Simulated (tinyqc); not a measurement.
Input admittance of a MOSFET at zero drain bias: distributed channel and distributed gate: two steps of the calculation.

Source and drain grounded, strong inversion, w = 2 pi f, Cox = eps0 eox/tox. The channel is an RC line of resistance 1/(mu Cox Vo) per square fed from both ends, so one finger has the intrinsic admittance y = i w Cox L tanh(g)/g per width, g = (1/2) sqrt(i w tau), tau = L^2/(mu Vo). The vertical resistance rv/L is in series with y, the overlaps 2 i w Cov in parallel: y_t = 1/(1/y + rv/L) + 2 i w Cov. The gate strip is a line of Rsh/L per length loaded by y_t, so a finger has Y = y_t Wf tanh(k)/k, k = (Wf/sd) sqrt(y_t Rsh/L); the device has Nf Y.

Values chosen for this exercise; values of the order met in silicon radio-frequency transistors:
```
symbol  value        unit                                                                 meaning
eox      25.6              relative permittivity of the gate insulator (close to zirconium oxide)
tox        21          nm                                                     insulator thickness
L         0.5          um                                                          channel length
Wf        1.2          um                                                            finger width
Nf         64                                                                   number of fingers
mu        410  cm^2/(V s)                                                        channel mobility
Vo       0.31           V                                                          gate overdrive
Rsh       8.2  ohm/square                                            sheet resistance of the gate
rv          0    ohm um^2                                  vertical resistivity of the gate stack
sd          1                                       number of ends at which a finger is contacted
Cov      0.27       fF/um                             overlap and fringe capacitance on each side
f          12         GHz                                                               frequency
```

Constants: eps0 = 8.8541878128e-14 F/cm where lengths are in cm. Results are converted to the units shown.

Question 1. Admittance of the channel and stack per width. tau, g, c = Cox L, y and y_t as defined.

Wanted: tau; g; c; y; y_t.

Answer 1.

tau = 19.67 ps
g = 0.4306+0.4306i
c = 5.397 fF/um
y = 49.2+399.6i uS/um
y_t = 49.2+440.3i uS/um

w tau = 1.48, and Im y is 0.982 of w c.

Question 2. Input impedance of the device. k and Y as defined; Z = 1/(Nf Y) = R + 1/(i w C); Q = |Im Z|/R; signal at the point farthest from a contact |1/cosh k|.

y_t = 49.19468+440.33337i uS/um

Give: k; Nf Y; R; C; Q; signal at the far point.

Answer 2.

k = 0.076241+0.068198i
Nf Y = 3.894+33.791i mS
R = 3.3654 ohm
C = 454.12 fF
Q = 8.6783
signal at the far point = 0.99941

Computed by the program tinyqc: `OMP_NUM_THREADS=1 python tinyqc.py 2262178 2262179 out.jsonl`, one thread of a shared Intel Xeon 2.30GHz, about 0.01 s for the whole run.
